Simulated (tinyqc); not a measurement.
Ranking of structures: pair-potential crystal by lattice sums. Computed by tinyqc, a small Python program. Command: `OMP_NUM_THREADS=1 python tinyqc.py 3002446 3002447 out.jsonl pairsum walk`. One thread of a shared host (Intel(R) Xeon(R) Processor @ 2.30GHz), about 0.02 s of CPU time with the checks.

Energy per atom E = (1/2) sum over neighbours of phi(r); d is the nearest-neighbour distance.

Inputs (values chosen for the exercise, for model atoms): well depth eps = 0.389 eV; pair minimum r0 = 2.56 angstrom; cut-off r_c/r0 = 1.73; repulsive exponent n = 12; attractive exponent m = 6.

Potential: Mie n-m. Structure: fcc.

Constants: 1 eV/angstrom^3 = 160.2176634 GPa.

Method:
- phi0(r) = eps [m (r0/r)^n - n (r0/r)^m]/(n - m); shifted-force cut-off: phi(r) = phi0(r) - phi0(r_c) - (r - r_c) phi0'(r_c) for r < r_c, zero beyond.
- Shells (distance in units of d, count): fcc 1.0000 (12), 1.4142 (6), 1.7321 (24), 2.0000 (12), 2.2361 (24), 2.4495 (8), 2.6458 (48), 2.8284 (6), 3.0000 (36), 3.1623 (24); hcp 1.0000 (12), 1.4142 (6), 1.6330 (2), 1.7321 (18), 1.9149 (12), 2.0000 (6), 2.2361 (12), 2.3805 (12), 2.4495 (6), 2.5166 (6), 2.5820 (12), 2.6458 (24), 2.7080 (6), 2.8868 (12), 3.0000 (12), 3.1091 (24), 3.1623 (12); bcc 1.0000 (8), 1.1547 (6), 1.6330 (12), 1.9149 (24), 2.0000 (8), 2.3094 (6), 2.5166 (24), 2.5820 (24), 2.8284 (24), 3.0000 (32); sc 1.0000 (6), 1.4142 (12), 1.7321 (8), 2.0000 (6), 2.2361 (24), 2.4495 (24), 2.8284 (12), 3.0000 (30), 3.1623 (24); diamond 1.0000 (4), 1.6330 (12), 1.9149 (12), 2.3094 (6), 2.5166 (12), 2.8284 (24), 3.0000 (16). Volumes per atom in d^3: fcc 0.70711, hcp 0.70711, bcc 0.76980, sc 1.00000, diamond 1.53960; hcp has the ideal c/a. Every shell inside the cut-off is summed.
- Equilibrium: dE/dd = 0 at the lowest minimum with d between 0.78 r0 and 1.45 r0; B = d^2 E''(d)/(9 Omega).

Each structure at its own equilibrium:
```
structure  neighbours  d (angstrom)  E (eV/atom)  volume (angstrom^3)  B (GPa)
fcc                12        2.5511      -1.8359               11.740   236.65
hcp                12        2.5500      -1.8383               11.724   242.05
bcc                 8        2.4973      -1.7380               11.989   237.90
sc                  6        2.4998      -1.0870               15.622   117.69
diamond             4        2.5468      -0.5927               25.433    36.49
```

The order is hcp < fcc < bcc < sc < diamond; hcp lies 2.3 meV below fcc. fcc (-1.835940 eV) and hcp (-1.838283 eV) share two shells and differ from the third on. Pair forces reward the number of bonds: diamond reaches only 32 % of the best binding. Caution: each structure is relaxed in d alone and may be unstable against shear; the tiny fcc-hcp difference depends on the cut-off.

Extremes, crossings and ranges named in words are read from the listed rows.
